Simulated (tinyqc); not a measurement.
# Silicon n-p-n transistor, Gummel numbers and transit times: what changes with what

One-dimensional n-p-n transistor in the forward active mode at low injection. In the base p(x) = NB exp(-eta x/wb) and ni(x)^2 = ni^2 exp((g0 + g1 x/wb)/Vt); electrons leave the base at vsat; band spikes at the emitter junction and recombination inside the emitter are ignored.

Parameters, values chosen for the exercise; band and dielectric values close to those of silicon: temperature T = 350 K; band gap Eg = 1.14 eV; relative permittivity eps_r = 11.8; conduction-band density of states at T Nc = 3.54e19 cm^-3; valence-band density of states at T Nv = 3.28e19 cm^-3; saturation velocity vsat = 1.01e7 cm/s; neutral base width wb = 150 nm; base doping at the emitter edge NB = 1.4e17 cm^-3; doping falls as exp(-eta x/wb) eta = 0; gap reduction at the emitter edge of the base g0 = 0 eV; further gap reduction across the base (linear) g1 = 0 eV; electron diffusion coefficient in the base Dn = 5.3 cm^2/s; emitter doping NE = 2.1e20 cm^-3; gap reduction in the emitter (negative: wider gap) gE = 0.117 eV; neutral emitter width we = 89 nm; hole diffusion coefficient in the emitter Dp = 0.96 cm^2/s; recombination velocity at the emitter contact Se = 5e5 cm/s; electron lifetime in the base tb = 8e-7 s; collector doping NC = 1.5e16 cm^-3; collector-base reverse bias VCB = 1.6 V; emitter junction capacitance Cj = 1.1 fF/um^2; emitter plus collector resistance Rc = 21 ohm um^2; hole mobility in the base mp = 160 cm^2/(V s).

Constants: q = 1.602176634e-19 C, kB = 1.380649e-23 J/K, Vt = kB T/q, eps0 = 8.8541878128e-14 F/cm where lengths are in cm. Results are converted to the units shown.

Each table varies one quantity; the others keep the values above.

## Cut-off frequency against collector current

f(x) = p(x) ni^2/ni(x)^2; I(x) = integral from x to wb of f/Dn, plus f(wb)/vsat; base Gummel number GB = I(0); electron density per unit flux n/(J/q) = I/f; base transit time tauB = integral of I/f over the base. ni = sqrt(Nc Nv) exp(-Eg/(2 Vt)), Eg in volts; JC = J0 exp(VBE/Vt), J0 = q ni^2/GB; collector layer one-sided, Wc = sqrt(2 eps0 eps_r (Vbc + VCB)/(q NC)), Vbc = Vt ln(NB exp(-eta) NC/ni^2), Cjc = eps0 eps_r/Wc, tauC = Wc/(2 vsat). Delay 1/(2 pi fT) = tauE + tauB + tauC + tauR with tauE = Vt (Cj + Cjc)/JC and tauR = Rc Cjc. Charge stored in the emitter is left out. The Kirk effect, also left out, sets in near JC = q NC vsat. n(0) = (JC/q) I(0)/f(0).

The same in every row: tauB (ps) = 22.71; tauC (ps) = 2.234; tauR (ps) = 0.004863.

Cut-off frequency against collector current:
```
JC (mA/um^2)  VBE (V)  tauE (ps)  fT (GHz)  JC/(q NC vsat)   n(0)/NB
0.00013        0.6162      308.9    0.4767        5.356e-4  0.001698
0.00026        0.6371      154.5    0.8871        0.001071  0.003395
0.00053        0.6586      75.78     1.580        0.002183  0.006921
0.0011         0.6806      36.51     2.590        0.004532   0.01436
0.0022         0.7015      18.26     3.684        0.009064   0.02873
0.0045         0.7231      8.925     4.698         0.01854   0.05877
0.0092         0.7446      4.365     5.429         0.03790    0.1201
0.019          0.7665      2.114     5.881         0.07828    0.2481
0.038          0.7874      1.057     6.120          0.1566    0.4962
```

What does the table show?

fT rises from 0.477 to 6.12 GHz as the charging time falls as 1/JC; its limit for vanishing tauE is 6.38 GHz, of which the largest delay is tauB (91.0 %). tauE equals the other delays together at JC = 0.00161 mA/um^2. For JC = 0.019, 0.038 the electron density at the emitter edge exceeds a fifth of NB, beyond low injection.

## Effect of the neutral base width

ni = sqrt(Nc Nv) exp(-Eg/(2 Vt)), Eg in volts; GE = NE exp(-gE/Vt)(we/Dp + 1/Se); JC = J0 exp(VBE/Vt), J0 = q ni^2/GB; gain limited by back injection GE/GB, by base recombination tb/tauB, together 1/beta = the sum of the inverses; collector layer one-sided, Wc = sqrt(2 eps0 eps_r (Vbc + VCB)/(q NC)), Vbc = Vt ln(p(wb) NC/ni^2), Cjc = eps0 eps_r/Wc; Early voltage VA = GB q p(wb)/(f(wb) Cjc [1/Dn - (eta + g1/Vt)/(wb vsat)]), f(wb) = p(wb) exp(-(g0 + g1)/Vt), p(wb) = NB exp(-eta); tauC = Wc/(2 vsat). Peak fT here means 1/(2 pi (tauB + tauC + Rc Cjc)); base sheet resistance 1/(q mp times the integral of p).

The same in every row: tauC (ps) = 2.234.

Effect of the neutral base width:
```
wb (nm)  GB (s/cm^4)  GE/GB  tb/tauB   beta  VA (V)  tauB (ps)  peak fT (GHz)  base sheet resistance (kohm)
38          1.142e11  428.2  4.602e5  427.8   4.189      1.739          40.02                         73.33
56          1.618e11  302.3  2.277e5  301.9   5.933      3.513          27.67                         49.76
83          2.331e11  209.8  1.093e5  209.4   8.548      7.321          16.65                         33.57
120         3.308e11  147.9  5.415e4  147.4   12.13      14.77          9.356                         23.22
180         4.893e11  99.96  2.473e4  99.56   17.94      32.35          4.602                         15.48
270         7.271e11  67.28  1.120e4  66.88   26.66      71.45          2.160                         10.32
400         1.070e12  45.70     5164  45.30   39.25      154.9          1.013                         6.966
600         1.599e12  30.60     2315  30.20   58.63      345.6         0.4576                         4.644
```

As wb goes from 38 to 600, beta falls from 428 to 30.2, VA rises from 4.19 to 58.6 V, the peak fT falls from 40.0 to 0.458 GHz and the base sheet resistance falls from 73.3 to 4.64 kohm. The product beta VA changes by a factor of 0.988. Back injection limits the gain in every row. tauB goes as wb^(1.92), between the 2 of diffusion and the 1 of the exit-velocity term. In every row the collector doping exceeds a tenth of the base doping at that edge, so the one-sided formulas are rough.

Range of the model: Heavy doping makes emitter or base degenerate; gE and g0 are to be read as apparent gap changes that include this.

Program tinyqc, `OMP_NUM_THREADS=1 python tinyqc.py 2320090 2320091 out.jsonl`; Intel Xeon 2.30GHz, shared host, one thread, about 0.01 s.
